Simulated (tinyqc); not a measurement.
Van der Pauw, Hall and four-point-probe measurements on a doped layer: two steps of the calculation.

A uniform n-type layer with sheet resistance Rs = 1/(q ns mu), point contacts, low field (mu B small).

Values chosen for this exercise:
- ns = 4.9e12 cm^-2 (sheet density of the layer)
- mu = 760 cm^2/(V s) (drift mobility)
- rH = 1.1 (Hall factor)
- B = 2 T (magnetic field)
- I = 100 uA (current)
- ar = 1.48 (side ratio a/b of a rectangular sample with corner contacts)

Constants: q = 1.602176634e-19 C. Results are converted to the units shown.

Task 1. Resistances and Hall voltage. Rs = 1/(q ns mu). For a rectangle with contacts at the corners, RA = (8 Rs/pi) sum_(k>=0) ln coth((2k + 1) pi a/(2 b)) with current along a short side b and voltage along the opposite one, RB the same with a and b exchanged; Hall voltage VH = rH B I/(q ns), negative for electrons.

Find: Rs; RA; RB; VH.

Result 1.

Rs = 1676.0 ohm/square
RA = 81.663 ohm
RB = 1041.6 ohm
VH = -28.023 mV

RB/RA = 12.8; for a square both equal Rs ln 2/pi = 370 ohm.

Task 2. New z. The van der Pauw equation exp(-pi RA z) + exp(-pi RB z) = 1 is solved for z = 1/Rs: e1 = exp(-pi RA z), e2 = exp(-pi RB z), f = e1 + e2 - 1, f' = -pi (RA e1 + RB e2), z(new) = z - f/f'.

z at the start = 0.39284817 mS
RA = 81.663131 ohm
RB = 1041.5983 ohm

Wanted: e1; e2; f; f'; z after iteration 1.

Result 2.

e1 = 0.9041
e2 = 0.2765
f = 0.1806
f' = -1.137 kohm
z after iteration 1 = 0.5518 mS

Program tinyqc, `OMP_NUM_THREADS=1 python tinyqc.py 2850157 2850158 out.jsonl`; Intel Xeon 2.30GHz, shared host, one thread, about 0.03 s.
